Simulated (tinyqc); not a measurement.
First phase against the interface composition: thermodynamics of metal silicides: hull, first phase, silicon consumed, nucleation and stability against SiO2. Computed by tinyqc, a small Python program. Command: `OMP_NUM_THREADS=1 python tinyqc.py 3013115 3013116 out.jsonl silphase walk`. One thread of a shared host (Intel(R) Xeon(R) Processor @ 2.30GHz), about 0.01 s of CPU time with the checks.

Entropies of formation of the solids are neglected, so heats stand for free energies. Si fractions: M2Si 0.3333, MSi 0.5000, MSi2 0.6667.

Inputs (values chosen for the exercise, of the order of those of nickel silicides for heats and volumes only): heat of formation of M2Si = -46 kJ/mol atoms; heat of formation of MSi = -43.4 kJ/mol atoms; heat of formation of MSi2 = -30 kJ/mol atoms.

Phases: M2Si, MSi, MSi2.

Method. Effective heat of formation: at the interface the mixture has the Si fraction x_e; the limiting element scales the heat, H_eff = H x_e/x if x_e < x, H (1 - x_e)/(1 - x) otherwise. The rule names the most negative as the first phase; its restriction to congruently melting phases is left out here.

H_eff (kJ/mol atoms):

| x_e | M2Si | MSi | MSi2 | first phase |
|---|---|---|---|---|
| 0.10 | -13.80 | -8.680 | -4.5 | M2Si |
| 0.20 | -27.60 | -17.360 | -9.0 | M2Si |
| 0.30 | -41.40 | -26.040 | -13.5 | M2Si |
| 0.36 | -44.16 | -31.248 | -16.2 | M2Si |
| 0.42 | -40.02 | -36.456 | -18.9 | M2Si |
| 0.48 | -35.88 | -41.664 | -21.6 | MSi |
| 0.54 | -31.74 | -39.928 | -24.3 | MSi |
| 0.60 | -27.60 | -34.720 | -27.0 | MSi |
| 0.66 | -23.46 | -29.512 | -29.7 | MSi2 |
| 0.75 | -17.25 | -21.700 | -22.5 | MSi2 |

Each phase is a triangle with its apex at its own composition. In order of x_e the first phase is M2Si, then MSi, then MSi2. On either side of all three the ranking is that of H/x (Si-poor) or H/(1 - x) (Si-rich).
